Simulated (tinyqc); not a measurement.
# Changing the stress X (tension positive)

Model: strain, valley repopulation and piezoresistance in a many-valley conduction band. Computed by tinyqc, a small Python program. Command: `OMP_NUM_THREADS=1 python tinyqc.py 3014048 3014049 out.jsonl valleys sweep`. One thread of a shared host (Intel(R) Xeon(R) Processor @ 2.30GHz), about 0.03 s of CPU time with the checks.

Valleys are ellipsoids with mass m_l along the axis a and m_t across it, parabolic, with one constant relaxation time; strain shifts the valleys and leaves the masses alone. Currents are taken along [110], along the load, and along [1-10], across the load.

Inputs (values chosen for the exercise, for a model crystal):
```
quantity                              value    unit
longitudinal mass m_l                  1.37     m_0
transverse mass m_t                  0.0916     m_0
shear deformation potential Xi_u         20      eV
dilation deformation potential Xi_d    -4.2      eV
C11                                     127     GPa
C12                                    47.6     GPa
C44                                    65.7     GPa
electron density n                    6e+16  1/cm^3
relaxation time tau                      95      fs
temperature T                           400       K
```

Valley axes: <111> (4 valleys). Load: uniaxial [110].

Constants: k_B = 8.617333262e-05 eV/K; m_0 = 9.1093837015e-31 kg; k_B = 1.380649e-23 J/K; hbar = 1.054571817e-34 J s; e = 1.602176634e-19 C.

Method:
- Compliances S11 = (C11 + C12)/((C11 - C12)(C11 + 2 C12)), S12 = -C12/((C11 - C12)(C11 + 2 C12)), S44 = 1/C44; stress sigma_ij = X n_i n_j for the unit vector n of the load; e_xx = S11 sigma_xx + S12 (sigma_yy + sigma_zz), e_xy = S44 sigma_xy/2 (tensor strain).
- Herring-Vogt shift of a valley with unit axis a: dE = Xi_d tr(e) + Xi_u a.e.a.
- Each of the 4 valleys holds n_v = N_v (2/sqrt(pi)) F_1/2((E_F - dE_v)/(k_B T)), N_v = 2 (m_d k_B T/(2 pi hbar^2))^(3/2), m_d = (m_l m_t^2)^(1/3); E_F solves sum n_v = n and is counted from the unstrained edge.
- F_j(eta) = int_0^infinity x^j/(1 + exp(x - eta)) dx, without a gamma-function factor. It is evaluated after integrating by parts.
- Integrals over x = E/(k_B T) use 160 Gauss-Legendre points in u = sqrt(x) from 0 to sqrt(max(eta, 0) + 32).
- Mobility tensor mu = e tau sum_v (n_v/n) [1/m_t + (1/m_l - 1/m_t) a a^T]; unstrained mu_0 = e tau (1/m_l + 2/m_t)/3; resistivity along d from the inverse tensor, rho_d = d.mu^-1.d/(n e), mobility along d = 1/(d.mu^-1.d); gauge pi_d = (rho_d/rho_0 - 1)/X.

One run for each value; columns: (1) stress X (tension positive) (MPa); (2) mobility along the first direction (cm^2/(V s)); (3) mobility along the second direction (cm^2/(V s)); (4) Fermi level E_F (meV); (5) splitting (highest minus lowest) (meV):
```
(1)     (2)   (3)     (4)    (5)
-2000   692  1821  -293.5  202.9
-1560   701  1813  -266.6  158.3
-1110   731  1782  -239.7  112.6
-667    829  1684  -215.6   67.7
-222   1078  1436  -198.0   22.5
222    1436  1078  -193.0   22.5
667    1684   829  -200.8   67.7
1110   1782   731  -215.1  112.6
1560   1813   701  -231.9  158.3
2000   1821   692  -249.1  202.9
```

Over the rows, mobility along the first direction (cm^2/(V s)) rises from 692 to 1820; mobility along the second direction (cm^2/(V s)) falls from 1820 to 692; Fermi level E_F (meV) goes from -294 through a maximum among these rows, -193 at 222, to -249. The sign of the stress decides which valleys drop; electrons gather there, and each direction then sees the mix of light and heavy mass that those valleys present to it, until the upper valleys are empty.

Extremes, crossings and ranges named in words are read from the listed rows.
